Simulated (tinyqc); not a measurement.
Tunnelling through a two-layer gate stack, WKB transmission and Tsu-Esaki current: two steps of the calculation.

Electrons leave the emitter at x = 0. Energies E (motion across the layers) are in eV from the emitter Fermi level; the collector Fermi level lies at -V and offers states at every E. No charge in the dielectric and no image force: F1 = V/(t1 + t2 eps1/eps2), F2 = F1 eps1/eps2; U = phi1 - F1 x in layer 1 and phi2 - F1 t1 - F2 (x - t1) in layer 2. With C = hbar^2/(2 m0), kappa = sqrt(m (U - E)/C) where U > E and 0 elsewhere; T(E) = exp(-S), S = 2 times the integral of kappa over x.

Parameters, values chosen for the exercise; layer 1 close to silicon dioxide, layer 2 close to aluminium oxide:
```
symbol  value  unit                                                        meaning
phi1     3.16    eV  barrier of layer 1 above the emitter Fermi level at zero bias
m1       0.49    m0                                     tunnelling mass of layer 1
t1        0.9    nm                                           thickness of layer 1
eps1     3.99                                     relative permittivity of layer 1
phi2     2.68    eV                                barrier of layer 2 at zero bias
m2       0.39    m0                                     tunnelling mass of layer 2
t2        2.9    nm                                           thickness of layer 2
eps2     9.43                                     relative permittivity of layer 2
V         0.9     V                                  voltage across the dielectric
E           0    eV                                energy of the electron followed
nc          6                                                  cells in each layer
```

Constants: q = 1.602176634e-19 C, hbar = 1.054571817e-34 J s, m0 = 9.1093837015e-31 kg, hbar^2/(2 m0) = 0.0380998212 eV nm^2. Results are converted to the units shown.

Task 1. Fields and band edges. F1 = V/(t1 + t2 eps1/eps2), F2 = F1 eps1/eps2; U = phi1 - F1 x in layer 1 and phi2 - F1 t1 - F2 (x - t1) in layer 2. EOT = 3.9 (t1/eps1 + t2/eps2).

Give: F1; F2; U at the end of layer 1; U at the start of layer 2; U at the end of layer 2; EOT.

Result 1.

F1 = 4.2312 MV/cm
F2 = 1.7903 MV/cm
U at the end of layer 1 = 2.7792 eV
U at the start of layer 2 = 2.2992 eV
U at the end of layer 2 = 1.7800 eV
EOT = 2.0791 nm

Task 2. WKB exponent by the midpoint rule. Cut each layer into nc equal cells, take U and kappa at the cell centres, and sum S = 2 sum kappa h.

Give: x; U; kappa; S; T(E).

Result 2.

```
cell	x (nm)	U (eV)	kappa (1/nm)
0	0.075	3.128	6.343
1	0.225	3.065	6.278
2	0.375	3.001	6.213
3	0.525	2.938	6.147
4	0.675	2.874	6.080
5	0.825	2.811	6.013
6	1.142	2.256	4.805
7	1.625	2.169	4.712
8	2.108	2.083	4.617
9	2.592	1.996	4.521
10	3.075	1.910	4.421
11	3.558	1.823	4.320
```

S = 37.61
T(E) = 4.654e-17

tinyqc, about 0.03 s, one thread, Intel Xeon 2.30GHz (shared host): `OMP_NUM_THREADS=1 python tinyqc.py 2540138 2540139 out.jsonl`
